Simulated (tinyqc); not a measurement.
Worked calculation: UHF in the sto-3g basis, for BeH+, spin multiplicity 1. One step of it, computed by the program tinyqc.

Question. Iteration 3: diagonalisation and new density. Diagonalise F' = X^T F X, C = X C', fill 2 alpha and 2 beta electrons from the bottom; D(s) = C_occ C_occ^T. Each column has its largest component positive (the first on a tie).

extrapolated F(alpha) (hartree), order 1Be 1s, 1Be 2s, 1Be 2px, 1Be 2py, 1Be 2pz, 2H 1s:
$$\begin{pmatrix}
-5.016615 & -1.408293 & 0.000070 & -0.000774 & 0.019784 & -0.304392 \\
-1.408293 & -0.868619 & 0.004369 & -0.048205 & -0.139615 & -0.523751 \\
0.000070 & 0.004369 & -0.141212 & -0.001049 & 0.001932 & 0.003233 \\
-0.000774 & -0.048205 & -0.001049 & -0.129730 & -0.021312 & -0.035668 \\
0.019784 & -0.139615 & 0.001932 & -0.021312 & -0.323999 & -0.434105 \\
-0.304392 & -0.523751 & 0.003233 & -0.035668 & -0.434105 & -0.516979
\end{pmatrix}$$

extrapolated F(beta) (hartree), order 1Be 1s, 1Be 2s, 1Be 2px, 1Be 2py, 1Be 2pz, 2H 1s:
$$\begin{pmatrix}
-5.016615 & -1.408293 & -0.000070 & 0.000774 & 0.019784 & -0.304392 \\
-1.408293 & -0.868619 & -0.004369 & 0.048205 & -0.139615 & -0.523751 \\
-0.000070 & -0.004369 & -0.141212 & -0.001049 & -0.001932 & -0.003233 \\
0.000774 & 0.048205 & -0.001049 & -0.129730 & 0.021312 & 0.035668 \\
0.019784 & -0.139615 & -0.001932 & 0.021312 & -0.323999 & -0.434105 \\
-0.304392 & -0.523751 & -0.003233 & 0.035668 & -0.434105 & -0.516979
\end{pmatrix}$$

X, order 1Be 1s, 1Be 2s, 1Be 2px, 1Be 2py, 1Be 2pz, 2H 1s:
$$\begin{pmatrix}
1.027694 & -0.145195 & 0.000000 & 0.000000 & -0.011108 & 0.022938 \\
-0.145195 & 1.128167 & 0.000000 & 0.000000 & 0.117358 & -0.298884 \\
0.000000 & 0.000000 & 1.000000 & 0.000000 & 0.000000 & 0.000000 \\
0.000000 & 0.000000 & 0.000000 & 1.000000 & 0.000000 & 0.000000 \\
-0.011108 & 0.117358 & 0.000000 & 0.000000 & 1.135581 & -0.346576 \\
0.022938 & -0.298884 & 0.000000 & 0.000000 & -0.346576 & 1.233577
\end{pmatrix}$$

Give: F' = X^T F X; orbital energies; coefficients C; F' = X^T F X; orbital energies; coefficients C; D(alpha) after iteration 3; D(beta) after iteration 3.

Answer.

F' = X^T F X (alpha) (hartree):
$$\begin{pmatrix}
-4.9082 & -0.7055 & -0.0005 & 0.0056 & 0.0222 & -0.0284 \\
-0.7055 & -0.4810 & 0.0042 & -0.0461 & 0.0096 & -0.3505 \\
-0.0005 & 0.0042 & -0.1412 & -0.0010 & 0.0016 & 0.0020 \\
0.0056 & -0.0461 & -0.0010 & -0.1297 & -0.0175 & -0.0222 \\
0.0222 & 0.0096 & 0.0016 & -0.0175 & -0.1446 & -0.3583 \\
-0.0284 & -0.3505 & 0.0020 & -0.0222 & -0.3583 & -0.1756
\end{pmatrix}$$

orbital energies (alpha) (hartree): MO1 -5.0194, MO2 -0.7269, MO3 -0.2660, MO4 -0.1413, MO5 -0.1241, MO6 0.2974

coefficients C (alpha), order 1Be 1s, 1Be 2s, 1Be 2px, 1Be 2py, 1Be 2pz, 2H 1s:
$$\begin{pmatrix}
0.9931 & -0.1910 & -0.1980 & 0.0000 & 0.0327 & 0.1221 \\
0.0259 & 0.5726 & 0.7451 & 0.0000 & -0.1049 & -0.7087 \\
0.0000 & -0.0077 & -0.0090 & 0.9959 & -0.0894 & -0.0025 \\
0.0004 & 0.0854 & 0.0994 & 0.0903 & 0.9869 & 0.0275 \\
-0.0026 & 0.3013 & -0.6377 & 0.0000 & 0.0649 & -0.9601 \\
-0.0018 & 0.4806 & -0.2416 & 0.0000 & -0.0507 & 1.1999
\end{pmatrix}$$

F' = X^T F X (beta) (hartree):
$$\begin{pmatrix}
-4.9082 & -0.7055 & 0.0005 & -0.0056 & 0.0222 & -0.0284 \\
-0.7055 & -0.4810 & -0.0042 & 0.0461 & 0.0096 & -0.3505 \\
0.0005 & -0.0042 & -0.1412 & -0.0010 & -0.0016 & -0.0020 \\
-0.0056 & 0.0461 & -0.0010 & -0.1297 & 0.0175 & 0.0222 \\
0.0222 & 0.0096 & -0.0016 & 0.0175 & -0.1446 & -0.3583 \\
-0.0284 & -0.3505 & -0.0020 & 0.0222 & -0.3583 & -0.1756
\end{pmatrix}$$

orbital energies (beta) (hartree): MO1 -5.0194, MO2 -0.7269, MO3 -0.2660, MO4 -0.1413, MO5 -0.1241, MO6 0.2974

coefficients C (beta), order 1Be 1s, 1Be 2s, 1Be 2px, 1Be 2py, 1Be 2pz, 2H 1s:
$$\begin{pmatrix}
0.9931 & -0.1910 & -0.1980 & 0.0000 & -0.0327 & 0.1221 \\
0.0259 & 0.5726 & 0.7451 & 0.0000 & 0.1049 & -0.7087 \\
0.0000 & 0.0077 & 0.0090 & 0.9959 & -0.0894 & 0.0025 \\
-0.0004 & -0.0854 & -0.0994 & 0.0903 & 0.9869 & -0.0275 \\
-0.0026 & 0.3013 & -0.6377 & 0.0000 & -0.0649 & -0.9601 \\
-0.0018 & 0.4806 & -0.2416 & 0.0000 & 0.0507 & 1.1999
\end{pmatrix}$$

D(alpha) after iteration 3, order 1Be 1s, 1Be 2s, 1Be 2px, 1Be 2py, 1Be 2pz, 2H 1s:
$$\begin{pmatrix}
1.0227 & -0.0837 & 0.0014 & -0.0159 & -0.0602 & -0.0936 \\
-0.0837 & 0.3285 & -0.0044 & 0.0489 & 0.1725 & 0.2751 \\
0.0014 & -0.0044 & 0.0001 & -0.0007 & -0.0023 & -0.0037 \\
-0.0159 & 0.0489 & -0.0007 & 0.0073 & 0.0257 & 0.0411 \\
-0.0602 & 0.1725 & -0.0023 & 0.0257 & 0.0908 & 0.1448 \\
-0.0936 & 0.2751 & -0.0037 & 0.0411 & 0.1448 & 0.2310
\end{pmatrix}$$

D(beta) after iteration 3, order 1Be 1s, 1Be 2s, 1Be 2px, 1Be 2py, 1Be 2pz, 2H 1s:
$$\begin{pmatrix}
1.0227 & -0.0837 & -0.0014 & 0.0159 & -0.0602 & -0.0936 \\
-0.0837 & 0.3285 & 0.0044 & -0.0489 & 0.1725 & 0.2751 \\
-0.0014 & 0.0044 & 0.0001 & -0.0007 & 0.0023 & 0.0037 \\
0.0159 & -0.0489 & -0.0007 & 0.0073 & -0.0257 & -0.0411 \\
-0.0602 & 0.1725 & 0.0023 & -0.0257 & 0.0908 & 0.1448 \\
-0.0936 & 0.2751 & 0.0037 & -0.0411 & 0.1448 & 0.2310
\end{pmatrix}$$
